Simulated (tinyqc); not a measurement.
# Worked calculation: MOS capacitor on a p-type substrate, surface potential from the exact charge relation

Computed by the program tinyqc: `OMP_NUM_THREADS=1 python tinyqc.py 2060084 2060085 out.jsonl`, one thread of a shared Intel Xeon 2.30GHz, about 0.01 s for the whole run. Printed values are rounded.

Uniform p-type substrate, Boltzmann statistics, full ionisation, classical densities. psi is the surface potential against the body (positive when the bands bend down) and u = psi/Vt. Traps are spread evenly over the gap and neutral at flat band, so their charge is -q Dit psi; the minority quasi-Fermi level is shifted by Vb.

Inputs (values chosen for the exercise); band and dielectric values those of a made-up semiconductor:
- T = 300 K (temperature)
- Eg = 1.08 eV (band gap)
- eps_r = 10.6 (relative permittivity)
- Nc = 2.94e19 cm^-3 (conduction-band density of states at T)
- Nv = 2.08e19 cm^-3 (valence-band density of states at T)
- chi = 3.76 eV (electron affinity)
- N = 3.2e15 cm^-3 (acceptor density of the substrate)
- eox = 3.9 (relative permittivity of the gate insulator (close to silicon dioxide))
- tox = 3.5 nm (insulator thickness)
- phiM = 3.98 eV (gate work function)
- Nf = -1.6e10 cm^-2 (fixed charge at the interface, in units of q)
- Dit = 0 cm^-2 eV^-1 (density of interface traps)
- Vb = 0 V (reverse bias of the inversion layer against the body)
- Vg = 1.95 V (gate voltage against the body)

Constants: q = 1.602176634e-19 C, kB = 1.380649e-23 J/K, Vt = kB T/q, eps0 = 8.8541878128e-14 F/cm where lengths are in cm. Results are converted to the units shown.

Range of the model: At this gate voltage the surface density exceeds 0.3 of the band density of states, so degeneracy and confinement would lower the charge and capacitance.

## Flat band, threshold and scales

ni = sqrt(Nc Nv) exp(-Eg/(2 Vt)), Eg in volts; phiF = Vt ln(N/ni); Cox = eps0 eox/tox; Vfb = phiM - chi - (Eg - Vt ln(Nv/N)) - q Nf/Cox; Q0 = sqrt(2 eps0 eps_r q N Vt); r = (ni/N)^2 exp(-Vb/Vt); VT = Vfb + [(2 phiF + Vb)(1 + q Dit/Cox) + sqrt(2 eps0 eps_r q N (2 phiF + Vb))/Cox].

ni = 2.097030e10 cm^-3
phiF = 0.3085579 V
Cox = 0.9866095 uF/cm^2
Vfb = -0.6304326 V
Q0 = 4.987921 nC/cm^2
r = 4.294467e-11
VT = 0.01138406 V

## Starting value

psi = Vg - Vfb, limited to the range from -4 Vt to +(2 phiF + Vb + 4 Vt).

psi at the start = 0.7205239 V

## Iteration 1: Newton step for the surface potential

u = psi/Vt; F^2 = exp(-u) + u - 1 + r (exp(u) - u - 1); Qs = -sign(u) Q0 F; Cs = -dQs/dpsi = (Q0/Vt) |1 - exp(-u) + r (exp(u) - 1)|/(2 F). f = Vfb + psi + (q Dit psi - Qs)/Cox - Vg, f' = 1 + (Cs + q Dit)/Cox, psi(new) = psi - f/f'.

u = 27.87111
F = 9.026032
Qs = -45.02113 nC/cm^2
Cs = 0.5942359 uF/cm^2
f = -1.814277 V
f' = 1.602301
psi after iteration 1 = 1.852818 V

## Iteration 2: Newton step for the surface potential

As before.

u = 71.67021
F = 2.395763e10
Qs = -1.194988e11 nC/cm^2
Cs = 2.311209e9 uF/cm^2
f = 1.211206e8 V
f' = 2.342577e9
psi after iteration 2 = 1.801114 V

This iterate lies far beyond the solution, so its charge is not a physical one.

## Course of the Newton iteration

Stop when the step is below 1e-10 V, or after 60 iterations.

Course of the iteration:
```
iteration  psi before the step (V)     f (V)   step (V)
1                        0.7205239     -1.81       1.13
2                         1.852818    1.21e8    -0.0517
3                         1.801114    4.46e7    -0.0517
4                         1.749410    1.64e7    -0.0517
5                         1.697706    6.03e6    -0.0517
6                         1.646002    2.22e6    -0.0517
7                         1.594298    8.16e5    -0.0517
8                         1.542594    3.00e5    -0.0517
9                         1.490891    1.10e5    -0.0517
...                            ...       ...        ...
16                        1.129386       100    -0.0509
17                        1.078447      36.4    -0.0496
18                        1.028859      13.0    -0.0460
19                       0.9828395      4.37    -0.0375
20                       0.9453040      1.25    -0.0220
21                       0.9232754     0.228   -6.10e-3
22                       0.9171766    0.0126   -3.78e-4
23                       0.9167988   4.46e-5   -1.35e-6
24                       0.9167975  5.63e-10  -1.70e-11
```

Converged in 24 iterations. In 15 iterations the step is within 3 % of 2 Vt = 51.7 mV: there Qs grows as exp(|u|/2), and a Newton step on such an exponential moves psi by 2 Vt whatever the distance left.

## Charges, field and capacitances at the solution

converged psi = 0.9167975 V

u = psi/Vt; F^2 = exp(-u) + u - 1 + r (exp(u) - u - 1); Qs = -sign(u) Q0 F; Cs = -dQs/dpsi = (Q0/Vt) |1 - exp(-u) + r (exp(u) - 1)|/(2 F). Low frequency: 1/C_LF = 1/Cox + 1/(Cs + q Dit). High frequency, in the simple estimate in which traps and minority carriers do not follow: 1/C_HF = 1/Cox + 1/Cd, Cd being Cs with r = 0 at the same psi. Minority sheet density N_inv = (Q0/(2 q)) int_0^u r (exp(t) - 1)/F(t) dt for u > 0. Oxide field |Qs - q Dit psi + q Nf|/(eps0 eox).

Qs = -1641.358 nC/cm^2
N_inv = 1.008137e13 cm^-2
oxide field = 4.760667 MV/cm
Cs = 31.73547 uF/cm^2
C_LF/Cox = 0.9698488
C_HF/Cox = 0.01638316

The surface is in strong inversion (borders at |psi| = 0, phiF + Vb and 2 phiF + Vb = 0.617 V). Minority carriers make up 98.4 % of Qs.
